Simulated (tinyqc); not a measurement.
What each parameter does: tight-binding t2g bands of a cubic perovskite.

Orbitals yz, zx, xy (X, Y, Z below) times spin. E_xy = Dt + 2t (2 - cos x - cos y) + 2 td (1 - cos z) + 4 t2 (1 - cos x cos y) with x = kx a and so on; yz and zx follow by cyclic change, without Dt. Spin-orbit term -(Dso/3) L.sigma + Dso/3 with (L_k)_ij = -i epsilon_kij in X, Y, Z: for Dt = 0 the quartet lies at 0 and the doublet at Dso.

Values chosen for the exercise (of the size met in SrTiO3 and KTaO3; shifted at random, so the results belong to these values and not to a real crystal):
```
symbol  value            unit    meaning
t       0.257            eV      strong hopping
td      0.039            eV      weak hopping
t2      0                eV      diagonal hopping in the plane of the orbital
Dso     0.406            eV      spin-orbit splitting at Gamma
Dt      0.027            eV      shift of xy (tetragonal field or confinement)
k       (0.11, 0.18, 0)  2 pi/a  wave vector
```

The three pairs at k.

One parameter was then changed.

Results before and after:
```
case     pair 1 (eV)  pair 2 (eV)  pair 3 (eV)
base          0.2095       0.3714       0.7410
changed       0.2126       0.3746       0.8564
```

Which of these changes was made? (a) t = 0.2827 eV; (b) t2 = 0.02 eV; (c) Dso = 0.5278 eV; (d) Dt = -0.003 eV; (e) td = 0.0585 eV.

Answer: (c) Dso = 0.5278 eV. Of the candidates, run in turn, only this one gives the changed row.

All candidates:
```
case             pair 1 (eV)  pair 2 (eV)  pair 3 (eV)
base                  0.2095       0.3714       0.7410
t = 0.2827 eV         0.2250       0.4047       0.7747
td = 0.0585 eV        0.2289       0.3773       0.7471
t2 = 0.02 eV          0.2332       0.4193       0.7875
Dso = 0.5278 eV       0.2126       0.3746       0.8564
Dt = -0.003 eV        0.2084       0.3589       0.7246
```

Run: tinyqc, `OMP_NUM_THREADS=1 python tinyqc.py 1481330 1481331 out.jsonl`; Intel(R) Xeon(R) Processor @ 2.30GHz, one thread, shared host; about 0.01 s of CPU time with all checks.
